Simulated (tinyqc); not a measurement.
Inside a calculation. Method: UHF in the sto-6g basis, for BeH, spin multiplicity 2. One step of it, computed by the program tinyqc.

Problem. Iteration 2: building the Fock matrix. J_ij = sum D_kl (ij|kl) with D = D(alpha) + D(beta), K_ij = sum D_kl (ik|jl) for each spin; F = H + J - K(s); E = tr D H + tr D J / 2 - 0.5 sum_s tr D(s) K(s) + E_nn.

D(alpha) after iteration 1:
```
            1Be 1s     1Be 2s   1Be 2px   1Be 2py    1Be 2pz      2H 1s
1Be 1s    1.067345  -0.264206  0.000000  0.000000   0.019739  -0.003069
1Be 2s   -0.264206   1.035664  0.000000  0.000000  -0.088442   0.008573
1Be 2px   0.000000   0.000000  0.000000  0.000000   0.000000   0.000000
1Be 2py   0.000000   0.000000  0.000000  0.000000   0.000000   0.000000
1Be 2pz   0.019739  -0.088442  0.000000  0.000000   0.815697   0.116519
2H 1s    -0.003069   0.008573  0.000000  0.000000   0.116519   0.125650
```

D(beta) after iteration 1:
```
            1Be 1s     1Be 2s   1Be 2px   1Be 2py    1Be 2pz      2H 1s
1Be 1s    1.041056  -0.156223  0.000000  0.000000  -0.092544  -0.023202
1Be 2s   -0.156223   0.589643  0.000000  0.000000   0.389307   0.085612
1Be 2px   0.000000   0.000000  0.000000  0.000000   0.000000   0.000000
1Be 2py   0.000000   0.000000  0.000000  0.000000   0.000000   0.000000
1Be 2pz  -0.092544   0.389307  0.000000  0.000000   0.257568   0.051921
2H 1s    -0.023202   0.085612  0.000000  0.000000   0.051921   0.105603
```

core Hamiltonian H = T + V (hartree):
```
            1Be 1s     1Be 2s    1Be 2px    1Be 2py    1Be 2pz      2H 1s
1Be 1s   -8.235840  -1.931947   0.000000   0.000000  -0.010209  -0.185942
1Be 2s   -1.931947  -2.365258   0.000000   0.000000  -0.097322  -0.637900
1Be 2px   0.000000   0.000000  -1.901417   0.000000   0.000000   0.000000
1Be 2py   0.000000   0.000000   0.000000  -1.901417   0.000000   0.000000
1Be 2pz  -0.010209  -0.097322   0.000000   0.000000  -1.969199  -0.758261
2H 1s    -0.185942  -0.637900   0.000000   0.000000  -0.758261  -1.629072
```

Two-electron integrals (ij|kl) in chemists' order, unique and non-zero (hartree):
```
(11|11) 2.299996   (21|11) 0.361879   (21|21) 0.071926   (22|11) 0.570332
(22|21) 0.139654   (22|22) 0.417773   (31|31) 0.015252   (32|31) 0.022555
(32|32) 0.092340   (33|11) 0.570332   (33|21) 0.139654   (33|22) 0.417773
(33|33) 0.450117   (41|41) 0.015252   (42|41) 0.022555   (42|42) 0.092340
(43|43) 0.024258   (44|11) 0.570332   (44|21) 0.139654   (44|22) 0.417773
(44|33) 0.401601   (44|44) 0.450117   (51|51) 0.015252   (52|51) 0.022555
(52|52) 0.092340   (53|53) 0.024258   (54|54) 0.024258   (55|11) 0.570332
(55|21) 0.139654   (55|22) 0.417773   (55|33) 0.401601   (55|44) 0.401601
(55|55) 0.450117   (61|11) 0.034855   (61|21) 0.006753   (61|22) 0.013150
(61|33) 0.013041   (61|44) 0.013041   (61|51) 0.000676   (61|52) 0.001339
(61|55) 0.013367   (61|61) 0.000671   (62|11) 0.115620   (62|21) 0.028950
(62|22) 0.098432   (62|33) 0.094407   (62|44) 0.094407   (62|51) 0.003919
(62|52) 0.025880   (62|55) 0.106481   (62|61) 0.003041   (62|62) 0.039596
(63|31) 0.002332   (63|32) 0.011616   (63|53) 0.004094   (63|63) 0.002943
(64|41) 0.002332   (64|42) 0.011616   (64|54) 0.004094   (64|64) 0.002943
(65|11) 0.135938   (65|21) 0.034371   (65|22) 0.121472   (65|33) 0.114493
(65|44) 0.114493   (65|51) 0.006227   (65|52) 0.040080   (65|55) 0.135429
(65|61) 0.003741   (65|62) 0.054927   (65|65) 0.077652   (66|11) 0.289446
(66|21) 0.073674   (66|22) 0.280212   (66|33) 0.261800   (66|44) 0.261800
(66|51) 0.010036   (66|52) 0.089136   (66|55) 0.317036   (66|61) 0.007860
(66|62) 0.153137   (66|65) 0.223115   (66|66) 0.774999
```

nuclear repulsion = 1.15920528 hartree

Give: Coulomb J; exchange K(alpha); exchange K(beta); F(alpha); F(beta); total energy of this density.

Solution.

Coulomb J (hartree):
```
         1Be 1s  1Be 2s  1Be 2px  1Be 2py  1Be 2pz   2H 1s
1Be 1s   6.2168  1.1131   0.0000   0.0000   0.0165  0.1079
1Be 2s   1.1131  2.3360   0.0000   0.0000   0.0912  0.5699
1Be 2px  0.0000  0.0000   2.3113   0.0000   0.0000  0.0000
1Be 2py  0.0000  0.0000   0.0000   2.3113   0.0000  0.0000
1Be 2pz  0.0165  0.0912   0.0000   0.0000   2.3855  0.7116
2H 1s    0.1079  0.5699   0.0000   0.0000   0.7116  1.6790
```

exchange K(alpha) (hartree):
```
          1Be 1s   1Be 2s  1Be 2px  1Be 2py  1Be 2pz   2H 1s
1Be 1s    2.3507   0.3806   0.0000   0.0000  -0.0001  0.0416
1Be 2s    0.3806   0.5235   0.0000   0.0000  -0.0168  0.1569
1Be 2px   0.0000   0.0000   0.1213   0.0000   0.0000  0.0000
1Be 2py   0.0000   0.0000   0.0000   0.1213   0.0000  0.0000
1Be 2pz  -0.0001  -0.0168   0.0000   0.0000   0.5091  0.1992
2H 1s     0.0416   0.1569   0.0000   0.0000   0.1992  0.2458
```

exchange K(beta) (hartree):
```
         1Be 1s  1Be 2s  1Be 2px  1Be 2py  1Be 2pz   2H 1s
1Be 1s   2.3274  0.3659   0.0000   0.0000   0.0103  0.0395
1Be 2s   0.3659  0.3237   0.0000   0.0000   0.2087  0.1721
1Be 2px  0.0000  0.0000   0.0721   0.0000   0.0000  0.0000
1Be 2py  0.0000  0.0000   0.0000   0.0721   0.0000  0.0000
1Be 2pz  0.0103  0.2087   0.0000   0.0000   0.2081  0.1613
2H 1s    0.0395  0.1721   0.0000   0.0000   0.1613  0.2160
```

F(alpha) (hartree):
```
          1Be 1s   1Be 2s  1Be 2px  1Be 2py  1Be 2pz    2H 1s
1Be 1s   -4.3698  -1.1994   0.0000   0.0000   0.0064  -0.1197
1Be 2s   -1.1994  -0.5527   0.0000   0.0000   0.0107  -0.2249
1Be 2px   0.0000   0.0000   0.2886   0.0000   0.0000   0.0000
1Be 2py   0.0000   0.0000   0.0000   0.2886   0.0000   0.0000
1Be 2pz   0.0064   0.0107   0.0000   0.0000  -0.0929  -0.2459
2H 1s    -0.1197  -0.2249   0.0000   0.0000  -0.2459  -0.1959
```

F(beta) (hartree):
```
          1Be 1s   1Be 2s  1Be 2px  1Be 2py  1Be 2pz    2H 1s
1Be 1s   -4.3464  -1.1848   0.0000   0.0000  -0.0040  -0.1176
1Be 2s   -1.1848  -0.3530   0.0000   0.0000  -0.2148  -0.2401
1Be 2px   0.0000   0.0000   0.3377   0.0000   0.0000   0.0000
1Be 2py   0.0000   0.0000   0.0000   0.3377   0.0000   0.0000
1Be 2pz  -0.0040  -0.2148   0.0000   0.0000   0.2082  -0.2080
2H 1s    -0.1176  -0.2401   0.0000   0.0000  -0.2080  -0.1661
```

total energy of this density = -14.747302 hartree

This density is a damped mixture and is not idempotent.
